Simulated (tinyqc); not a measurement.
MOS capacitor with interface traps: C-V stretch-out, conductance peak and subthreshold swing: one step, computed by the program tinyqc.

Energies at the interface are counted from the valence band. psi > 0 means bending towards depletion, so the surface potential is -psi. Boltzmann statistics, full ionisation, no quantum confinement. Traps are neutral when filled up to E_n, with a sharp (zero-temperature) occupation.

Task: Charges at the given band bending. With u = psi/k_B T and r = (n_i/N)^2: F = sqrt(exp(-u) + u - 1 + r (exp(u) - u - 1)); Q_s = +sign(u) sqrt(2) eps_s eps_0 (k_B T/e) F/L_D; C_s = (eps_s eps_0/(sqrt(2) L_D)) |1 - exp(-u) + r (exp(u) - 1)|/F; at high frequency, below strong inversion, the terms in r are dropped. D(E) = D_0 + D_1 exp(-(E - E_p)^2/2 w^2). E_F at the interface is E_s = E_F - psi; Q_it = -e int from E_n to E_s of D(E) dE; C_it = e D(E_s) (per volt); V_G = phi_ms - psi - (Q_s + Q_it + e N_f)/C_ox.

Inputs (values chosen for the exercise, modelled on silicon, with an insulator like Si3N4):

| quantity | value | unit |
|---|---|---|
| dielectric constant eps_s | 11.5 | - |
| doping N | 2.4e+15 | cm^-3 |
| work-function difference phi_ms | -0.9 | V |
| fixed charge N_f | -1e+10 | cm^-2 |
| trap density D_0 | 4.4e+11 | cm^-2 eV^-1 |
| neutrality level E_n | 0.671 | eV |
| band bending towards depletion psi | 0.19 | V |
| temperature T | 200 | K |
| peak density D_1 | 3.3e+12 | cm^-2 eV^-1 |
| peak width w | 0.075 | eV |
| peak position E_p | 0.282 | eV |

Substrate: n-type. Trap spectrum: flat plus a Gaussian peak.

k_B T = 0.01723467 eV

n_i = 124948.0 cm^-3

Debye length L_D = 67.55600 nm

bulk E_F = 0.9594722 eV

C_ox = 2.970178 microF/cm^2

Constants: eps_0 = 8.8541878128e-12 F/m; e = 1.602176634e-19 C.

Give: E_s; Q_s; C_s; C_s at high frequency; D(E_s); Q_it; C_it; gate voltage V_G.

Result:

E_s = 0.76947 eV

Q_s = 0.011631 microC/cm^2

C_s = 0.033661 microF/cm^2

C_s at high frequency = 0.033661 microF/cm^2

D(E_s) = 4.4000e+11 cm^-2 eV^-1

Q_it = -0.0069419 microC/cm^2

C_it = 0.070496 microF/cm^2

gate voltage V_G = -1.0910 V

The traps hold negative charge because E_s lies above E_n.
